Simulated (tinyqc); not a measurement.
## Uniformly doped HEMT, charge control: effect of the gate voltage

A two-dimensional electron gas of density ns under a barrier. EF and the subbands are counted from the conduction-band edge of the channel at the interface. Two subbands of a triangular well with an infinite wall, parabolic band, no carriers in the barrier.

Fully depleted barrier with eb = ebr: Vp = q ND (d - ds)^2/(2 eps0 eb); donors per area ND (d - ds); Voff = phiB - dEc - Vp. F = q (eta ns + Nb)/(eps0 ec) in eV/nm; E_k = a_k (C F^2/me)^(1/3), a_0 = 2.338107, a_1 = 4.087949, C = hbar^2/(2 m0); D = me m0 q/(pi hbar^2); ns = D Vt [ln(1 + exp((EF - E_0)/Vt)) + ln(1 + exp((EF - E_1)/Vt))], which gives EF = E_0 + Vt ln{2 s/[(1 + u) + sqrt((1 + u)^2 + 4 u s)]} with s = exp(ns/(D Vt)) - 1, u = exp((E_0 - E_1)/Vt). Charge control: ns + Nb = eps0 eb (Vg - Voff - EF)/(q d). Gate capacitance C = q dns/dVg = eps0 eb/(d + dd), dd = (eps0 eb/q) dEF/dns.

Inputs (values chosen for the exercise); material values close to those of InAlAs on In0.53Ga0.47As:
```
symbol,value,unit,meaning
T,77,K,temperature
d,31,nm,barrier thickness from gate to channel
ds,6.2,nm,undoped spacer next to the channel
me,0.0399,m0,electron mass in the channel
ec,13.7,,relative permittivity of the channel
ebr,12.7,,relative permittivity of the barrier
phiB,0.694,eV,barrier height of the gate
dEc,0.491,eV,conduction-band offset
ND,5e17,cm^-3,donor density of the doped part
eta,0.6,,share of ns that counts in the confining field
Nb,3e10,cm^-2,depletion charge of the buffer
```

Constants: q = 1.602176634e-19 C, kB = 1.380649e-23 J/K, hbar = 1.054571817e-34 J s, m0 = 9.1093837015e-31 kg, Vt = kB T/q, eps0 = 8.8541878128e-14 F/cm where lengths are in cm, hbar^2/(2 m0) = 0.0380998212 eV nm^2. Results are converted to the units shown.

The same in every row: Voff (V) = -0.01608.

Effect of the gate voltage:
```
Vg (V)  ns (cm^-2)    EF (eV)  EF - E_0 (eV)  second subband (%)  dd (nm)  C (uF/cm^2)     EF/dEc
-0.08      1.885e5   -0.07717       -0.08959               19.77  2.470e6     4.552e-6    -0.1572
0         1.107e10  -0.002060       -0.01625               17.25    55.91       0.1294  -0.004197
0.08      1.169e11    0.03119       0.003446               6.713    14.41       0.2477    0.06352
0.17      2.628e11    0.05675        0.01457               3.133    10.99       0.2678     0.1156
0.25      3.985e11    0.07683        0.02321               2.087    9.922       0.2748     0.1565
0.33      5.367e11    0.09575        0.03161               1.672    9.331       0.2788     0.1950
0.42      6.943e11     0.1162        0.04101               1.525    8.887       0.2819     0.2366
0.5       8.356e11     0.1337        0.04935               1.555    8.585       0.2841     0.2724
0.58      9.779e11     0.1509        0.05768               1.696    8.328       0.2859     0.3073
```

As Vg goes from -0.08 to 0.58, ns rises from 1.89e5 to 9.78e11 cm^-2, EF rises from -0.0772 to 0.151 eV and C rises from 4.55e-6 to 0.286 uF/cm^2. In the last row C is 78.8 % of eps0 eb/d. The line through the last two rows reaches ns = 0 at Vg = 0.0303 V, above Voff = -0.0161 V since part of the gate voltage goes into raising EF and into the buffer charge.

tinyqc, about 0.01 s, one thread, Intel Xeon 2.30GHz (shared host): `OMP_NUM_THREADS=1 python tinyqc.py 2180074 2180075 out.jsonl`
